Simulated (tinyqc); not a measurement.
Ballistic transport through the one-dimensional subbands of a rectangular nanowire or nanosheet channel: one step, computed by the program tinyqc. Command: `OMP_NUM_THREADS=1 python tinyqc.py 3015406 3015407 out.jsonl wire walk`. One thread of a shared host (Intel(R) Xeon(R) Processor @ 2.30GHz), about 0.02 s of CPU time with the checks.

Hard walls, parabolic subbands, transport along x. Energies are counted from the bulk conduction band edge at the top of the barrier, which the gate pulls down by U; the source Fermi level lies at the bulk edge when U = 0.

Problem. Subbands. E_pq = (hbar^2 pi^2/2)(p^2/(m_y b^2) + q^2/(m_z a^2)); valley pairs: (m_x, m_y, m_z) = (m_t, m_t, m_l), (m_t, m_l, m_t), (m_l, m_t, m_t), each with degeneracy g = 2; the 10 lowest subbands are kept.

Inputs (values chosen for the exercise, modelled on silicon):

| quantity | value | unit |
|---|---|---|
| light mass m_t | 0.19 | m_0 |
| heavy mass m_l | 0.928 | m_0 |
| height a | 2.5 | nm |
| width b | 4.4 | nm |

Valleys: silicon [100] wire.

Constants: hbar^2/(2 m_0) = 3.80998212 eV angstrom^2; k_B = 8.617333262e-05 eV/K.

Give: Subbands.

Solution.

Subbands:

| valley axis | p | q | E (meV) | m_x (m_0) |
|---|---|---|---|---|
| z | 1 | 1 | 167.1 | 0.190 |
| y | 1 | 1 | 337.6 | 0.190 |
| z | 1 | 2 | 361.6 | 0.190 |
| y | 2 | 1 | 400.4 | 0.190 |
| x | 1 | 1 | 418.9 | 0.928 |
| z | 2 | 1 | 473.7 | 0.190 |
| y | 3 | 1 | 505.0 | 0.190 |
| y | 4 | 1 | 651.5 | 0.190 |
| z | 2 | 2 | 668.2 | 0.190 |
| z | 1 | 3 | 685.7 | 0.190 |
